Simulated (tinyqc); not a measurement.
Inputs raised by 10 %, one at a time: oxidation of curved silicon (wires and holes): cylindrical Deal-Grove kinetics with stress-retarded reaction. Computed by tinyqc, a small Python program. Command: `OMP_NUM_THREADS=1 python tinyqc.py 3021859 3021860 out.jsonl wireox sens`. One thread of a shared host (Intel(R) Xeon(R) Processor @ 2.30GHz), about 0.03 s of CPU time with the checks.

Silicon fills r < a and oxide a < r < b. One volume of silicon gives 2.25 volumes of oxide, and the length is fixed.

Inputs (values chosen for the exercise, close to those used for silicon in steam):
```
quantity,value,unit
prefactor B0,380,um^2/h
activation energy E_B,0.778,eV
prefactor (B/A)0,1.36e+08,um/h
activation energy E_A,2.06,eV
starting silicon radius a0,8.1,nm
starting oxide x_i,3,nm
viscosity prefactor eta0,1.5e-08,Pa s
viscosity energy E_eta,5.52,eV
critical shear stress s_c,30,MPa
activation volume V_k,14,angstrom^3
temperature T,750,C
time t,0.15,h
```

Shape: wire (convex).

Constants: k_B = 8.617333262e-05 eV/K.

Method:
- B = B0 exp(-E_B/(k_B T)), B/A = (B/A)0 exp(-E_A/(k_B T)), eta = eta0 exp(E_eta/(k_B T)); 1 um = 1000 nm.
- Temperatures in kelvin are T(C) + 273.15.
- Geometry: b^2 = b0^2 + 1.25 (a0^2 - a^2), b0 = a0 + x_i.
- Rate of oxide made per interface area: q = 1/[1/k + 2 a |ln(b/a)|/B], and |da/dt| = q/2.25. Reaction k = (B/A) exp(-sigma V_k/(k_B T)). New oxide pushes the old with radial speed u = 1.25 |da/dt| at r = a; the shear stress at radius r is s_c asinh(z a^2/r^2), z = 2 eta u/(a s_c) (Eyring flow), and the compressive normal stress at the interface is sigma = |int_a^b 2 s/r dr| = s_c |F(z) - F(z a^2/b^2)|, F(y) = int_0^y asinh(w)/w dw. q and sigma are solved together. 1 MPa angstrom^3 = 6.241509e-6 eV.
- Integrate da/dt adaptively (tolerance 1e-8); a wire counts as consumed at a = 0.5 nm and a hole as closed at b = 0.5 nm. Planar reference: x^2 + A x = B t + x_i^2 + A x_i, A = B/(B/A).

Runs:
```
input moved,from,to,oxide thickness (nm),silicon radius a (nm),normal stress at time t (MPa),ratio to the planar thickness
base run,-,-,3.7993,7.6733,467.06,0.85336
prefactor (B/A)0 (um/h),136000000,149600000,3.8718,7.6338,478.38,0.84221
prefactor B0 (um^2/h),380,418,3.7994,7.6733,467.06,0.85334
starting silicon radius a0 (nm),8.1,8.91,3.8355,8.4696,432.93,0.86148
viscosity prefactor eta0 (Pa s),1.5e-08,1.65e-08,3.7978,7.6742,469.12,0.85302
critical shear stress s_c (MPa),30,33,3.7713,7.6886,506.30,0.84707
activation volume V_k (angstrom^3),14,15.4,3.7697,7.6894,462.30,0.84671
```

Exponents ln(y'/y) / ln(x'/x):
```
input,oxide thickness,silicon radius a,normal stress at time t,ratio to the planar thickness
prefactor (B/A)0,0.198,-0.054,0.251,-0.138
prefactor B0,0.000,0.000,0.000,0.000
starting silicon radius a0,0.099,1.036,-0.796,0.099
viscosity prefactor eta0,-0.004,0.001,0.046,-0.004
critical shear stress s_c,-0.078,0.021,0.846,-0.078
activation volume V_k,-0.082,0.022,-0.107,-0.082
```

Among the inputs moved here: oxide thickness answers most in size to prefactor (B/A)0 (exponent +0.198), next to starting silicon radius a0 (+0.099); its exponent is below 0.0005 for prefactor B0. Silicon radius a answers most in size to starting silicon radius a0 (exponent +1.036), next to prefactor (B/A)0 (-0.054); its exponent is below 0.0005 for prefactor B0. Normal stress at time t answers most in size to critical shear stress s_c (exponent +0.846), next to starting silicon radius a0 (-0.796); its exponent is below 0.0005 for prefactor B0. Ratio to the planar thickness answers most in size to prefactor (B/A)0 (exponent -0.138), next to starting silicon radius a0 (+0.099); its exponent is below 0.0005 for prefactor B0.

Caution (all rows): the oxide is taken as a purely viscous fluid in steady flow; elasticity, stress-dependent diffusion and thin-oxide enhancement are left out.
